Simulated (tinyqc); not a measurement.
# Off-state leakage of single and stacked transistors, step by step

tinyqc, about 0.03 s, one thread, Intel Xeon 2.30GHz (shared host): `OMP_NUM_THREADS=1 python tinyqc.py 2242175 2242176 out.jsonl` Printed values are rounded.

n-channel devices of unit width. Subthreshold current I(Vg, Vs, Vd) = I0 (T/300 K)^0.5 exp[(Vg - Vs - VT(T) - gb (Vs - Vb) + dd (Vd - Vs))/(nf Vt)] (1 - exp(-(Vd - Vs)/Vt)), VT(T) = VT - cT (T - 300 K). Gate-edge tunnelling Ig (Vd/1 V) exp(ag (Vd - 1 V)), for a gate at 0 V, and band-to-band leakage Ab u exp(-Bb/u), u = Vd - Vb + 1 V, flow at a drain held at V; both are taken as independent of T. In a stack of off transistors (all gates at 0 V) the same subthreshold current passes through each.

Values chosen for this exercise; values of the order met in bulk silicon logic transistors:
```
symbol  value       unit                                             meaning
T         358          K                                         temperature
V         0.9          V                                      supply voltage
VT       0.33          V        threshold at 300 K, zero drain and body bias
cT        0.7       mV/K              fall of the threshold with temperature
I0       0.24      uA/um                       current at threshold at 300 K
nf       1.54                                                   slope factor
dd       0.12                                drain-induced lowering per volt
gb       0.11             rise of the threshold per volt of source-body bias
Ig       2e-5      uA/um                 gate-edge tunnelling current at 1 V
ag        4.3        1/V               exponential slope of the gate current
Ab         50  uA/(um V)      prefactor of band-to-band leakage at the drain
Bb         23          V                             its exponential voltage
Vb          0          V                                        body voltage
```

Constants: q = 1.602176634e-19 C, kB = 1.380649e-23 J/K, Vt = kB T/q. Results are converted to the units shown.

## Leakage of one transistor

Vg = Vs = 0, Vd = V; effective threshold VT(T) - gb Vb - dd V.

effective threshold = 0.1814 V
parts (nA/um): subthreshold 5.75919, gate edge 0.0117092, band-to-band 0.525381
total = 6.29628 nA/um
shares (%): subthreshold 91.4697, gate edge 0.185970, band-to-band 8.34431

The subthreshold part is the largest.

## Starting value

Vx = dd V/(1 + gb + 2 dd), the solution for Vx well above Vt, rounded to three decimals.

Vx at the start = 0.08 V

## Iteration 1: new Vx

Stack of two, Vx the node between them: I_low = I(0, 0, Vx), I_up = I(0, Vx, V), f = ln(I_up/I_low), f' = -(1 + gb + 2 dd)/(nf Vt) - 1/(Vt (exp(Vx/Vt) - 1)) - 1/(Vt (exp((V - Vx)/Vt) - 1)), Vx(new) = Vx - f/f'.

I_low = 0.671587 nA/um
I_up = 0.725869 nA/um
f = 0.0777251
f' = -31.0356 1/V
Vx after iteration 1 = 0.0825044 V

## Iteration 2: new Vx

As before.

I_low = 0.680108 nA/um
I_up = 0.680298 nA/um
f = 2.79036e-4
f' = -30.8162 1/V
Vx after iteration 2 = 0.0825134 V

## Course of the iteration

Stop when the step is below 1e-11 V, or after 40 iterations.

Course of the iteration:
```
iteration  Vx before the step (V)  step (V)
1                            0.08   2.50e-3
2                       0.0825044   9.05e-6
3                       0.0825134  1.11e-10
4                       0.0825134   < 1e-15
```

Converged in 4 iterations. The subthreshold current of the stack is 0.6801 nA/um, 8.47 times less than that of one transistor (the drain leakage is unchanged); the estimate exp[dd V (1 + gb + dd)/((1 + gb + 2 dd) nf Vt)] gives 7.93.
